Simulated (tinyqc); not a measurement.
Vacancy excess varied: nucleation and growth of vacancy voids in a cooling silicon-like crystal. Computed by tinyqc, a small Python program. Command: `OMP_NUM_THREADS=1 python tinyqc.py 3031377 3031378 out.jsonl voids walk`. One thread of a shared host (Intel(R) Xeon(R) Processor @ 2.30GHz), about 0.5 s of CPU time with the checks.

Spherical voids; vacancies are lost only to voids.

Inputs (values chosen for the exercise, close to those used for silicon):
```
quantity                                    value    unit
vacancy density at the melting point C_m  6.8e+14  1/cm^3
formation energy E_f                         4.02      eV
melting point T_m                            1685       K
diffusion prefactor D0                    0.00077  cm^2/s
migration energy E_m                         0.37      eV
site density rho                            5e+22  1/cm^3
void surface energy gamma                   0.988   J/m^2
cooling rate q                                1.1   K/min
vacancy excess C0                         2.9e+13  1/cm^3
temperature step                              0.2       K
```

Vacancy supply: given.

Constants: k_B = 8.617333262e-05 eV/K; k_B = 1.380649e-23 J/K.

Method:
- C = C0 as given.
- C_e = C_m exp[-(E_f/k_B)(1/T - 1/T_m)]; D = D0 exp(-E_m/(k_B T)); f = k_B T ln(C/C_e); r* = 2 gamma/(rho f); W* = 16 pi gamma^3/(3 rho^2 f^2); Z = f/sqrt(12 pi W* k_B T); I = rho Z (4 pi r* D C) exp(-W*/(k_B T)).
- March down from 1500 K in steps dT, dt = dT/q, with values at the upper end of each step: a class of I dt voids is born with r*; then all classes grow by r^2 += 2 D (C - C_e) dt/rho; C falls by the vacancies added to voids. Stop at 1150 K. T_n is the T of the largest I, N the final count (classes under 1e-6 /cm^3 are dropped), and the mean radius the number average.

initial excess C = 2.90e+13 1/cm^3

At fixed q:
```
C (1/cm^3)  T_n (K)  N (1/cm^3)  mean radius (nm)
1.20e+13     1265.4  1.7665e+06            31.534
1.70e+13     1282.2  1.3715e+06            38.555
2.90e+13     1308.6  9.3060e+05            52.467
4.60e+13     1332.0  6.6579e+05            68.457
7.20e+13     1355.4  4.8106e+05            88.628
```

More vacancies nucleate earlier (T_n rises by 90 K) and give fewer, larger voids: N goes as C^-0.73 and the radius as C^0.58, steeper than the -1/2 and +1/2 of the scaling argument at fixed D, because D rises with T_n.

Extremes, crossings and ranges named in words are read from the listed rows.
